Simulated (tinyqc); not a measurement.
Conduction-band offset of an n-N heterojunction from carrier-profile moments: one step of the calculation.

Layer 1 (x < 0) accumulates electrons and layer 2 (x > 0) is depleted. Boltzmann statistics. The bands bend down by V1 in layer 1 and up by V2 in layer 2, with V1 + V2 = VD = dE + Vt ln[(N2/Nc2)/(N1/Nc1)].

Question. Division of the diffusion potential. Sheet densities from the first integral: Q1 = sqrt((2 eps0 eps_r Vt N1/q)(exp(u1) - u1 - 1)) extra electrons, Q2 = sqrt((2 eps0 eps_r Vt N2/q)(exp(-u2) + u2 - 1)) missing ones, u = V/Vt; neutrality Q1 = Q2 + si. Q1 - Q2 rises steadily with V1, so V1 follows by bisection.

Parameters, values chosen for the exercise; values of the order of III-V alloys:
- T = 200 K (temperature)
- eps_r = 13.2 (relative permittivity of both layers)
- Nc1 = 4.6e17 cm^-3 (density of states of the narrow-gap layer 1)
- Nc2 = 9.6e17 cm^-3 (density of states of the wide-gap layer 2)
- dE = 0.22 eV (conduction-band offset)
- N1 = 5.1e15 cm^-3 (donor density in layer 1)
- N2 = 2.3e16 cm^-3 (donor density in layer 2)
- si = 0 cm^-2 (fixed charge at the interface)

Constants: q = 1.602176634e-19 C, kB = 1.380649e-23 J/K, Vt = kB T/q, eps0 = 8.8541878128e-14 F/cm where lengths are in cm. Results are converted to the units shown.

Find: VD; V1; V2; Q1; n at x = 0-; n at x = 0+.

Answer.

VD = 0.2333 V
V1 = 0.06531 V
V2 = 0.1680 V
Q1 = 2.249e11 cm^-2
n at x = 0- = 2.256e17 cm^-3
n at x = 0+ = 1.346e12 cm^-3

n drops across the interface by 1.68e5 = (Nc1/Nc2) exp(dE/Vt).

Computed by the program tinyqc: `OMP_NUM_THREADS=1 python tinyqc.py 2410126 2410127 out.jsonl`, one thread of a shared Intel Xeon 2.30GHz, about 0.1 s for the whole run.
